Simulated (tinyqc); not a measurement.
Thin (001) film in sp3s* tight binding with raised dangling bonds: sweeps and comparisons. A value that a table varies takes the place of the one given here.

Planes alternate anion (a), cation (c) along [001], a/4 apart, starting with an anion; zero in-plane momentum; levels counted from the bulk Ev, the lower root of [[Epa, Vxx], [Vxx, Epc]]; no spin-orbit coupling. Block of s, pz, s*: from an anion to the cation above, Vss/2 (s,s), Vsapc/2 (s,z), -Vscpa/2 (z,s), Vxx/2 (z,z), Vxapc/2 (s*,z), -Vpaxc/2 (z,s*); to the cation below the same with the s-z and s*-z signs reversed. Block of u = (px + py)/sqrt2 and v = (px - py)/sqrt2: to the cation above (Vxx + Vxy)/2 for u and (Vxx - Vxy)/2 for v, to the cation below the reverse. Each surface atom has two dangling sp3 hybrids; raising both by dl adds (dl/2) [[1, t], [t, 1]] to its s, pz levels (t = -1 at the bottom face, +1 at the top) and dl to the one of u, v in whose plane the missing bonds lie (v for a bottom anion or a top cation, u for a top anion).

Parameters, chosen for this exercise (near a published set for Si, fitted to gaps, whose masses and valley positions are rough; shifted at random, so the results belong to these values and not to a real crystal): p = (-4.206, 1.723, -4.206, 1.723, 6.721, 6.721, -8.302, 1.716, 4.61, 5.717, 5.717, 5.385, 5.385) eV (order Esa, Epa, Esc, Epc, Exa, Exc, Vss, Vxx, Vxy, Vsapc, Vscpa, Vxapc, Vpaxc); Nw = 27 (planes in the thicker film); a = 5.431 angstrom (lattice constant); dp = 30 eV (value of dl for the passivated films); Ns = (6, 7, 13, 14, 25, 34, 43, 64) (numbers of planes); N0 = 21 (first number of planes).

## States in the gap of a film

edges (eV): Gamma 3.43200, Delta 1.16655

Levels between 0 and the lower bulk edge, the largest weight on the two outer planes of both faces among them, and the nearest levels outside, for several shifts dl.

Film of Nw planes:
```
dl (eV)  levels in the gap       at (eV)  surface weight  next above (eV)  next below (eV)
0                        2  0.271, 0.293            0.70           1.2009          -0.0656
1                        2  0.740, 0.745            0.81           1.2013          -0.0639
2                        1         1.162            0.34           1.1763          -0.0628
3                        0             -               -           1.1973          -0.0621
5                        0             -               -           1.2002          -0.0613
10                       0             -               -           1.2004          -0.0603
30                       0             -               -           1.2005          -0.0594
100                      0             -               -           1.2005          -0.0589
```

Can the levels of the bare film be read as confined subbands?

No: with bare surfaces (dl = 0) 2 levels lie in the bulk gap, with up to 70 % of the weight on the four outer planes, two a face, where an even spread gives 15 %; these are dangling-bond states, not subbands. The reruns show the bulk gap clear from dl = 3 eV on, and at dl = 30 eV the next level above lies 0.0 meV from its value at 100 eV.

## Gap against thickness

Passivated films (finite dp, so levels can still be some meV from their limit), thickness N a/4. Highest level below mid-gap (either block) and the two lowest above it. The exponents are -d ln(shift)/d ln N between the sixth and the last film, for the valence level and for the mean of the two conduction levels.

Levels (eV):
```
N   thickness (angstrom)      Ev1     Ec1     Ec2     gap
6                   8.15  -0.5162  1.6254  1.8115  2.1416
7                   9.50  -0.5281  1.5783  1.5905  2.1064
13                 17.65  -0.2079  1.3003  1.3124  1.5081
14                 19.01  -0.1619  1.2786  1.2993  1.4405
25                 33.94  -0.0681  1.2054  1.2093  1.2735
34                 46.16  -0.0367  1.1887  1.1894  1.2253
43                 58.38  -0.0252  1.1806  1.1810  1.2058
64                 86.90  -0.0114  1.1730  1.1731  1.1845
```

exponents: valence 1.84, conduction 1.96

What does this show, and why?

The gap is 2.142 eV at 8.1 angstrom and 1.184 eV at 86.9, against 1.167 eV in the bulk along this line. At 14 planes the conduction side gives 112 meV of the widening and the valence side 162 meV. A hard-walled parabolic band has exponent 2; departures come from the offset between N a/4 and the effective width, from non-parabolicity and from the termination (odd and even N end differently: in the direction of the bond rows at the two faces and, in a compound, in the kind of atom), which also makes single steps in N uneven. Ec1 and Ec2 are the doublet of the two Delta valleys along the normal.

## Valley splitting plane by plane

kz of the minimum = 0.73228 2 pi/a

Ten passivated films from N0 planes on; the phase is N pi k0/2 modulo pi, k0 the position of the bulk minimum.

Lowest doublet:
```
N   phase/pi  mean shift (meV)  splitting (meV)
21     0.689             56.84            1.706
22     0.055             52.13            5.715
23     0.421             47.81            2.793
24     0.787             44.07            2.423
25     0.154             40.80            3.966
26     0.520             37.77            0.968
27     0.886             35.16            2.464
28     0.252             32.79            2.596
29     0.618             30.60            0.087
30     0.984             28.70            2.190
```

What can be read from the table?

The splitting ranges from 0.09 meV (N = 29) to 5.72 meV (N = 22), while the mean shift goes from 57 to 29 meV and falls steadily. The splitting changes direction 6 times in these ten films, and one plane more changes it by up to 4.01 meV: it hangs on the phase between the two faces, which is why atomic steps matter.

## What each change does

A film of Nw planes with shift dp: highest level below mid-gap (half the lower bulk edge) and the two lowest above. Each row changes one parameter from the base and keeps the others.

Results:
```
case        Ev1 (eV)  Ec1 (eV)  Ec2 (eV)
base         -0.0594    1.2005    1.2029
Nw = 31      -0.0462    1.1927    1.1942
dp = 60 eV   -0.0591    1.2005    1.2031
```

What can be read from the table?

The largest shifts from the base row, up to three for each result and ties (the steps differ in size, so this ranks the rows, not the parameters). Ev1 (eV): Nw +0.0132, dp +0.0003. Ec1 (eV): Nw -0.0078; unchanged at the printed digits by dp. Ec2 (eV): Nw -0.0087, dp +0.0001. An odd change of Nw also changes which atoms end the film, so levels need not move as thickness alone would move them; the row for dp shows how far the passivation is from converged.

Run: tinyqc, `OMP_NUM_THREADS=1 python tinyqc.py 1452770 1452771 out.jsonl`; Intel(R) Xeon(R) Processor @ 2.30GHz, one thread, shared host; about 0.4 s of CPU time with all checks.
